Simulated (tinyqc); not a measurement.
Inside a calculation (part 2 of 2). Method: CIS on RHF in the sto-6g basis, frozen core, for BeH2, spin multiplicity 1. Computed by tinyqc, a small Python program that keeps every step (integrals from PySCF). Command: `OMP_NUM_THREADS=1 python tinyqc.py 23386 23387 out.jsonl` (the two numbers bound the seeds that draw the settings). One thread of a shared host (Intel(R) Xeon(R) Processor @ 2.60GHz), about 0.2 s of CPU time with the checks.

Geometry (angstrom):
```
atom        x         y        z
Be    0.00000   0.00000  0.00000
H     0.00000   1.30400  0.15300
H     0.00000  -1.30400  0.15300
```

## CIS triplet states

CIS matrix A, triplet (hartree), order 2>4, 2>5, 2>6, 2>7, 3>4, 3>5, 3>6, 3>7:
$$\begin{pmatrix}
0.29743 & 0.00000 & -0.00439 & 0.00000 & 0.00000 & 0.00000 & 0.00000 & 0.02800 \\
0.00000 & 0.30050 & 0.00000 & 0.00000 & 0.00000 & 0.00000 & 0.00000 & 0.00000 \\
-0.00439 & 0.00000 & 0.54386 & 0.00000 & 0.00000 & 0.00000 & 0.00000 & -0.14028 \\
0.00000 & 0.00000 & 0.00000 & 0.97989 & 0.02800 & 0.00000 & -0.14028 & 0.00000 \\
0.00000 & 0.00000 & 0.00000 & 0.02800 & 0.27099 & 0.00000 & 0.00179 & 0.00000 \\
0.00000 & 0.00000 & 0.00000 & 0.00000 & 0.00000 & 0.27572 & 0.00000 & 0.00000 \\
0.00000 & 0.00000 & 0.00000 & -0.14028 & 0.00179 & 0.00000 & 0.49866 & 0.00000 \\
0.02800 & 0.00000 & -0.14028 & 0.00000 & 0.00000 & 0.00000 & 0.00000 & 0.92439
\end{pmatrix}$$

Diagonalise A (1 hartree = 27.211386 eV); each vector has its largest component positive (the first on a tie).

triplet excitation energies (eV): [7.33686, 7.50268, 8.05915, 8.17695, 12.54924, 13.54682, 26.44071, 27.72130]

lowest vectors, order 2>4, 2>5, 2>6, 2>7, 3>4, 3>5, 3>6, 3>7:
$$\begin{pmatrix}
0.00000 & 0.00000 & 0.99888 & 0.00000 & 0.00000 & 0.02264 \\
0.00000 & 0.00000 & 0.00000 & 1.00000 & 0.00000 & 0.00000 \\
0.00000 & 0.00000 & -0.00860 & 0.00000 & 0.00000 & 0.95014 \\
-0.04652 & 0.00000 & 0.00000 & 0.00000 & 0.25840 & 0.00000 \\
0.99826 & 0.00000 & 0.00000 & 0.00000 & 0.04714 & 0.00000 \\
0.00000 & 1.00000 & 0.00000 & 0.00000 & 0.00000 & 0.00000 \\
-0.03631 & 0.00000 & 0.00000 & 0.00000 & 0.96489 & 0.00000 \\
0.00000 & 0.00000 & -0.04644 & 0.00000 & 0.00000 & 0.31099
\end{pmatrix}$$
